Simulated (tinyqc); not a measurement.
From results back to parameters: heavy doping: gap narrowing, degeneracy and the minority density.

Problem. Narrowing at two dopings was computed from hidden E0 and N0, with N0 below Na.

Empirical narrowing (Slotboom form, constants chosen for the exercise; published fits of this form give the apparent narrowing, here it is taken as the true one): dEg = E0 [ln(N/N0) + sqrt(ln(N/N0)^2 + C)].

Values chosen for the exercise (out of a larger set: gap and densities of states near those of Si at this temperature; narrowing constants near the fits for Si; not measured data): C = 0.5 (smoothing constant); Na = 1.3e+18 1/cm^3; Nb = 3.9e+19 1/cm^3.

dEg(Na) = 31.4715 meV
dEg(Nb) = 76.4942 meV

Find: N0; E0.

Solution. The ratio dEg(Nb)/dEg(Na) depends on N0 alone and rises steadily with it; solve for ln N0 by bisection, then E0 from either value.

N0 = 1.3e+17 1/cm^3
E0 = 6.68 meV

Program tinyqc; command `OMP_NUM_THREADS=1 python tinyqc.py 1651509 1651510 out.jsonl`; about 0.01 s on one thread of a shared Intel(R) Xeon(R) Processor @ 2.30GHz.
